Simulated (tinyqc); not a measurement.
What each parameter does: WKB tunnelling through a gate dielectric with a two-band (Franz) dispersion.

At depth x the conduction edge lies u(x) = phi - V x/t above the electron. Parabolic: kappa = sqrt(m u/c). Franz: kappa = sqrt(m u (1 - u/Eg)/c), which vanishes at both band edges. c = hbar^2/2m0. T = exp(-2 integral of kappa dx) over the region u > 0; no image force, no prefactor, zero transverse momentum. The region ends at x_e = min(t, phi t/V); x_e < t is the Fowler-Nordheim regime.

Constants: hbar^2/2m0 = 3.80998211 eV angstrom^2.

Values chosen for the exercise (of the size used for hBN on silicon; not measured data):
- Eg = 5.91 eV (gap of the dielectric)
- phi = 1.96 eV (barrier above the electron energy at the emitter)
- m = 0.45 m0 (mass at the conduction edge)
- t = 12 angstrom (thickness)
- V = 2 V (voltage across the layer)

Exponents 2 I in closed form.

Results for these values:
```
case  2 I parabolic  2 I Franz  log10 T Franz
base          7.544      6.742         -2.928
```

What happens to each result for V = 2.2 V, all else kept?

Answer: 2 I parabolic falls from 7.544 to 6.858; 2 I Franz falls from 6.742 to 6.129; log10 T Franz rises from -2.928 to -2.662.

The same for each parameter in turn:
```
case               2 I parabolic  2 I Franz  log10 T Franz
base                       7.544      6.742         -2.928
Eg = 6.501 eV              7.544      6.820         -2.962
phi = 2.156 eV             8.534      7.510         -3.262
m = 0.405 m0               7.157      6.396         -2.778
t = 13.2 angstrom          8.299      7.417         -3.221
V = 2.2 V                  6.858      6.129         -2.662
```

The exponent is linear in t and goes as sqrt(m); Eg enters the two-band form alone.

Program tinyqc; command `OMP_NUM_THREADS=1 python tinyqc.py 1450118 1450119 out.jsonl`; about 0.01 s on one thread of a shared Intel(R) Xeon(R) Processor @ 2.30GHz.
